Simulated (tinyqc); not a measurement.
Oxide trap near a transistor channel: two-state multiphonon kinetics, telegraph noise and bias instability: one step, computed by the program tinyqc. Command: `OMP_NUM_THREADS=1 python tinyqc.py 3026102 3026103 out.jsonl oxidetrap walk`. One thread of a shared host (Intel(R) Xeon(R) Processor @ 2.30GHz), about 0.01 s of CPU time with the checks.

An n-channel device under positive gate bias. The trap is empty (state 1) or holds an electron (state 2); both states are parabolas of equal curvature, and the electron reservoir is taken at the Fermi level of the channel.

Question. Step height and noise. Charge-sheet step dV = e (t_ox - x)/(eps_ox eps_0 W L); Lorentzian spectrum S(f) = 4 dV^2 tau_0^2/((tau_c + tau_e)(1 + (2 pi f tau_0)^2)); corner 1/(2 pi tau_0); variance dV^2 f_2 (1 - f_2) = dV^2 tau_0/(tau_c + tau_e).

Inputs (values chosen for the exercise, with an insulator like Al2O3 on silicon): insulator constant eps_ox = 9.3; insulator thickness t_ox = 1.7 nm; trap depth x from the interface = 0.35 nm; oxide field F = 6.4 MV/cm; temperature T = 250 K; channel width W = 88 nm; channel length L = 270 nm; frequency f = 30 Hz.

Parts treated: one trap and an ensemble.

tau_0 = 1.267287e-05 s

capture time tau_c = 2.319826e-05 s

emission time tau_e = 2.793135e-05 s

Constants: e = 1.602176634e-19 C; eps_0 = 8.8541878128e-12 F/m.

Give: threshold step dV; corner frequency; S(f); root-mean-square noise.

Answer.

threshold step dV = 0.1106 mV

corner frequency = 12559 Hz

S(f) = 1.536e-13 V^2/Hz

root-mean-square noise = 0.05504 mV

f lies below the corner, on the flat part. Random dopants and current percolation, left out here, spread real steps around this value. Caution: a field 1.5 times as high comes near the usual breakdown field of such an insulator.
